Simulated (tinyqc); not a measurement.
# Small-signal admittance of a forward-biased p+-n diode: effects of single changes

Holes injected into a neutral base of width wb with an ohmic contact at its end; low injection, p0 far above the equilibrium density. A small voltage v exp(i w t), w = 2 pi f, modulates the edge density by p0 v/Vt, and the small-signal density obeys Dp d2p/dx2 = (1/tau + i w) p.

Inputs (values chosen for the exercise); permittivity close to that of gallium arsenide:
- T = 275 K (temperature)
- eps_r = 12.9 (relative permittivity)
- Nd = 6.9e15 cm^-3 (donor density of the base)
- Dp = 8.5 cm^2/s (hole diffusion coefficient)
- tau = 1e-7 s (hole lifetime)
- wb = 3.5 um (width of the neutral base)
- p0 = 3.7e12 cm^-3 (excess hole density at the junction edge)
- Na = 2e18 cm^-3 (acceptor density of the p+ side)
- Rs = 0.02 ohm cm^2 (series resistance)
- f = 1.8e6 Hz (signal frequency)

Constants: q = 1.602176634e-19 C, kB = 1.380649e-23 J/K, Vt = kB T/q, eps0 = 8.8541878128e-14 F/cm where lengths are in cm. Results are converted to the units shown.

Each table varies one quantity; the others keep the values above.

## Admittance against frequency

L = sqrt(Dp tau); direct current J = (q Dp p0/L) coth(wb/L); k = sqrt(1 + i w tau)/L; diffusion admittance Y = (q Dp p0/Vt) k coth(k wb) = G + i w C_diff; junction capacitance C_j = sqrt(q eps0 eps_r Nd/(2 Vr)) in the depletion approximation, with the remaining barrier Vr = Vt ln(Na/p0), a rough value under forward bias; base-width modulation is left out. Measured admittance 1/[Rs + 1/(Y + i w C_j)].

The same in every row: C_j (uF/cm^2) = 0.04493.

Results:
```
f (Hz)	w tau	G (S/cm^2)	C_diff (uF/cm^2)	measured G (S/cm^2)	measured C (uF/cm^2)	phase of the measured Y (degrees)
70000	0.04398	0.6364	0.002864	0.6284	0.04659	1.868
1e6	0.6283	0.6365	0.002863	0.6303	0.04659	24.91
5e6	3.142	0.6391	0.002860	0.6744	0.04655	65.24
2e7	12.57	0.6777	0.002808	1.350	0.04582	76.80
9e7	56.55	1.179	0.002157	11.56	0.03537	59.98
4e8	251.3	2.591	0.001026	41.84	0.007134	23.20
2e9	1257	5.783	4.599e-4	49.58	3.455e-4	5.005
7e9	4398	10.82	2.459e-4	49.96	2.858e-5	1.441
```

Estimate the missing row, f = 3e5 Hz.

Computed row:
```
f (Hz)	w tau	G (S/cm^2)	C_diff (uF/cm^2)	measured G (S/cm^2)	measured C (uF/cm^2)	phase of the measured Y (degrees)
3e5	0.1885	0.6364	0.002863	0.6286	0.04659	7.954
```

With this row back in the table: G starts at J/Vt = 0.636 S/cm^2 and C_diff at (J tau/(2 Vt))(1 - 2 x/sinh 2x) = 0.00286 uF/cm^2, x = wb/L = 0.380. Between the last two rows G goes as f^(0.50) and C_diff as f^(-0.50); the limits are 1/2 and -1/2, reached when the signal penetrates only sqrt(Dp/w). The measured C is 2.5 % below C_diff + C_j in the first row and 100 % below it in the last, the difference being due to Rs.

## Effect of the hole lifetime

Same model as above.

The same in every row: C_j (uF/cm^2) = 0.044925.

Effect of the hole lifetime:
```
tau (s)	w tau	G (S/cm^2)	C_diff (uF/cm^2)	measured G (S/cm^2)	measured C (uF/cm^2)	phase of the measured Y (degrees)
1e-9	0.011310	2.3087	0.0011455	2.2115	0.042089	12.147
5e-9	0.056549	1.1031	0.0021288	1.0846	0.045039	25.157
2e-8	0.22619	0.74717	0.0026640	0.74171	0.046193	35.159
1e-7	1.1310	0.63677	0.0028630	0.63438	0.046588	39.712
5e-7	5.6549	0.61370	0.0029068	0.61190	0.046674	40.783
2e-6	22.619	0.60933	0.0029152	0.60764	0.046690	40.991
1e-5	113.10	0.60817	0.0029174	0.60650	0.046694	41.047
```

Read the table: what changes, and by how much?

As tau goes from 1e-9 to 1e-5, G falls from 2.31 to 0.608 S/cm^2, C_diff rises from 0.00115 to 0.00292 uF/cm^2 and the measured C rises from 0.0421 to 0.0467 uF/cm^2. C_diff stays below C_j.

Program tinyqc, `OMP_NUM_THREADS=1 python tinyqc.py 2890213 2890214 out.jsonl`; Intel Xeon 2.30GHz, shared host, one thread, about 0.01 s.
